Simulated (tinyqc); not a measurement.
# Offset from the accumulated charge

Question. Layer 1 (x < 0) accumulates electrons and layer 2 (x > 0) is depleted. Boltzmann statistics. Sheet densities from the first integral: Q1 = sqrt((2 eps0 eps_r Vt N1/q)(exp(u1) - u1 - 1)) extra electrons, Q2 = sqrt((2 eps0 eps_r Vt N2/q)(exp(-u2) + u2 - 1)) missing ones, u = V/Vt; neutrality Q1 = Q2 + si. V1 + V2 = dE + Vt ln[(N2/Nc2)/(N1/Nc1)]. Find V1, V2 and dE.

Inputs (values chosen for the exercise); values of the order of III-V alloys:
```
symbol    value   unit                                      meaning
T           200      K                                  temperature
eps_r      11.6                relative permittivity of both layers
Nc1      3.1e17  cm^-3  density of states of the narrow-gap layer 1
Nc2      1.3e18  cm^-3    density of states of the wide-gap layer 2
N1       3.4e15  cm^-3                     donor density in layer 1
N2         2e16  cm^-3                     donor density in layer 2
si      -1.3e10  cm^-2                fixed charge at the interface
```

Constants: q = 1.602176634e-19 C, kB = 1.380649e-23 J/K, Vt = kB T/q, eps0 = 8.8541878128e-14 F/cm where lengths are in cm. Results are converted to the units shown.

Q1 = 1.6567056e11 cm^-2

Answer. Each sheet density rises steadily with its bending, so Q1 fixes V1 and Q2 = Q1 - si fixes V2.

V1 = 0.06411 V
V2 = 0.1417 V
dE = 0.2000 eV

Computed by the program tinyqc: `OMP_NUM_THREADS=1 python tinyqc.py 2410080 2410081 out.jsonl`, one thread of a shared Intel Xeon 2.30GHz, about 0.1 s for the whole run.
